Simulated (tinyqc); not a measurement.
Worked calculation: two-band massive Dirac model of the K valleys. Values are carried at full precision from step to step, so a last printed digit may differ when a step is redone from the rounded ones.

Basis (conduction, valence): H = [[D/2, a t (tau kx - i ky)], [a t (tau kx + i ky), -D/2 + lam tau sz]], valley tau = +/-1, spin sz = +/-1. The gap of a spin and valley is G = D - lam tau sz. Berry curvature Omega = curl of i<u|grad u>; for the conduction band Omega_c = -tau 2 a^2 t^2 G/(G^2 + 4 a^2 t^2 k^2)^(3/2), and Omega_v = -Omega_c.

Constants: hbar^2/2m0 = 3.80998211 eV angstrom^2.

Values chosen for the exercise (near those used for monolayer WSe2; not measured data):
```
symbol  value           unit        meaning
a       3.318           angstrom    lattice constant
D       1.66            eV          gap parameter
t       1.15            eV          effective hopping
lam     0.216           eV          half the valence spin splitting
tau     1                           valley
sz      1                           spin
k       (0.082, 0.031)  1/angstrom  wave vector from the valley
h       0.04            1/angstrom  side of the plaquette
```

## Band edges of the four flavours

At k = 0: Ec = D/2, Ev = -D/2 + lam tau sz; mass m/m0 = c G/(a t)^2 for both bands, c = hbar^2/2m0; Omega_c(0) = -2 tau a^2 t^2/G^2.

Edges:
```
tau  sz  Ec (eV)  Ev (eV)  G (eV)  mass (m0)  Omega_c (angstrom^2)
1     1   0.8300  -0.6140  1.4440     0.3779               -13.965
1    -1   0.8300  -1.0460  1.8760     0.4909                -8.274
-1    1   0.8300  -1.0460  1.8760     0.4909                 8.274
-1   -1   0.8300  -0.6140  1.4440     0.3779                13.965
```

The top of the valence band has spin up at tau = +1 and spin down at tau = -1: spin and valley are locked, with 432 meV between the two valence bands (A and B transitions at 1.444 and 1.876 eV, without exciton binding).

## H at one k

Fill in the matrix and diagonalise: E = lam tau sz/2 -/+ sqrt(G^2/4 + a^2 t^2 k^2).

H (eV), rows c, v and columns alike:
```
[[0.8300, 0.3129-0.1183i],
 [0.3129+0.1183i, -0.6140]]
```

levels (eV): [-0.6877, 0.9037]

cos(theta) = G/(E+ - E-) = 0.9074

## Curvature, orbital moment and circular dichroism

Omega_c from the formula; orbital moment of both bands m = -tau (a t)^2 G/(c (G^2 + 4 a^2 t^2 k^2)) in Bohr magnetons (charge -e), c = hbar^2/2m0; interband strengths |P+/-|^2 proportional to (1 +/- tau cos(theta))^2 for P+/- = Px +/- i Py, and eta = (|P+|^2 - |P-|^2)/(|P+|^2 + |P-|^2) = 2 tau cos(theta)/(1 + cos^2(theta)).

Omega_c = -10.432 angstrom^2
orbital moment = -2.179 muB
eta = 0.9953

All three change sign with the valley. The selection rule, exact at k = 0, still holds to 99.5 % here.

## The curvature from a plaquette

Corners counter-clockwise around k, from (-h/2, -h/2); upper eigenvector u with its first component real and positive; Omega = -(sum of arg <u_j|u_(j+1)>)/h^2.

Corners:
```
j      kx      ky      u_c               u_v  arg <u_j|u_j+1> (rad)
1  0.0620  0.0110  0.98713  0.15748+0.02794i              -0.002689
2  0.1020  0.0110  0.96930  0.24445+0.02636i               0.023066
3  0.1020  0.0510  0.96345  0.23960+0.11980i               0.011941
4  0.0620  0.0510  0.97994  0.15391+0.12660i              -0.015712
```

Omega_c from the plaquette = -10.379 angstrom^2

The formula at the centre gives -10.432; the plaquette averages over its area.

## Checks

- Curvature formula against a plaquette of side 1e-4: both -10.432.
- Eta against the matrix elements of dH/dkx +/- i dH/dky: both 0.99529.

Computed by tinyqc, a small Python program: `OMP_NUM_THREADS=1 python tinyqc.py 1451903 1451904 out.jsonl` (the numbers bound the seed that draws the inputs); one thread of a shared host (Intel(R) Xeon(R) Processor @ 2.30GHz), about 0.01 s for the whole set of steps.
